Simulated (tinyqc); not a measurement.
Deep trap from a strong local potential in a two-band host (Koster-Slater model with semi-elliptic bands). Changing the impurity potential U. Computed by tinyqc, a small Python program. Command: `OMP_NUM_THREADS=1 python tinyqc.py 3025695 3025696 out.jsonl deeptrap sweep`. One thread of a shared host (Intel(R) Xeon(R) Processor @ 2.30GHz), about 0.03 s of CPU time with the checks.

The valence band spans -2 W_v to 0 and the conduction band E_g to E_g + 2 W_c. The orbital at the impurity site has weight f_v in the valence band and 1 - f_v in the conduction band, each spread as a semi-ellipse (2/(pi W^2)) sqrt(W^2 - x^2) about the band centre. The impurity adds U to this orbital. Spin is left out.

Inputs (values chosen for the exercise, for a model semiconductor):
```
quantity                                value  unit
gap E_g                                  2.25    eV
half-width of the valence band W_v        2.2    eV
half-width of the conduction band W_c       5    eV
valence weight f_v of the site orbital    0.6     -
```

Impurity: repulsive, acceptor-like.

Method. In the gap G(E) = f_v (2/W_v^2)[x - sqrt(x^2 - W_v^2)] - (1 - f_v)(2/W_c^2)[y - sqrt(y^2 - W_c^2)], x = E + W_v, y = E_g + W_c - E. The trap level solves G(E) = 1/U (bisection). With D = -dG/dE = D_v + D_c, D_v = f_v (2/W_v^2)[x/sqrt(x^2 - W_v^2) - 1] and D_c = (1 - f_v)(2/W_c^2)[y/sqrt(y^2 - W_c^2) - 1], the weight on the impurity orbital is 1/(U^2 D) and the conduction-band character is D_c/D.

One run for each value:
```
impurity potential U (eV)  trap level E_t (eV)  weight on the impurity orbital  conduction-band character
2.5                                      0.029                       1.214e-01                     0.0094
3.8                                      0.281                       2.290e-01                     0.0461
5.9                                      0.747                       2.012e-01                     0.1264
9.1                                      1.257                       1.213e-01                     0.2617
14.0                                     1.664                       5.461e-02                     0.4255
21.0                                     1.908                       2.169e-02                     0.5633
51.0                                     2.134                       2.414e-03                     0.7500
78.0                                     2.174                       8.561e-04                     0.7972
120.0                                    2.195                       3.094e-04                     0.8286
```

Give the missing row, impurity potential U (eV) = 33.0.

Computed row:
```
impurity potential U (eV)  trap level E_t (eV)  weight on the impurity orbital  conduction-band character
33.0                                     2.059                       7.134e-03                     0.6767
```

Interpolating between the two neighbouring rows (the first column on a logarithmic scale, the others too where they are positive) misses most in conduction-band character, by 3.7 %. Over the rows, trap level E_t (eV) rises from 0.0286 to 2.20 (exponent d ln y / d ln x 5.5 between the first rows and 0.023 between the last); weight on the impurity orbital goes from 0.121 through a maximum among these rows, 0.229 at 3.80, to 3.09e-4; conduction-band character rises from 0.00937 to 0.829 (exponent d ln y / d ln x 3.8 between the first rows and 0.090 between the last).

Extremes, crossings and ranges named in words are read from the listed rows.
